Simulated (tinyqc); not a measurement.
Spin coating of a resist or spin-on film: centrifugal thinning, evaporation and the final thickness (Emslie and Meyerhofer models): one step, computed by the program tinyqc. Command: `OMP_NUM_THREADS=1 python tinyqc.py 3113497 3113498 out.jsonl spincoat walk`. One thread of a shared host (Intel(R) Xeon(R) Processor @ 2.30GHz), about 0.06 s of CPU time with the checks.

A Newtonian film stays uniform over the wafer; solvent and solids have the same density and the concentration is uniform through the thickness.

Problem. Thinning without evaporation. dh/dt = -K h^3 gives h = h0/sqrt(1 + 2 K h0^2 t); for long times h = 1/sqrt(2 K t).

Inputs (values chosen for the exercise, of the order of those of a polymer resist in an ester solvent): starting thickness h0 = 100 micrometre; time t = 0.97 s.

flow constant K = 7.665099e-04 1/(micrometre^2 s)

Give: h(t) without evaporation; long-time form; time 1/(2 K h0^2).

Solution.

h(t) without evaporation = 25.102 micrometre

long-time form = 25.932 micrometre

time 1/(2 K h0^2) = 0.065231 s
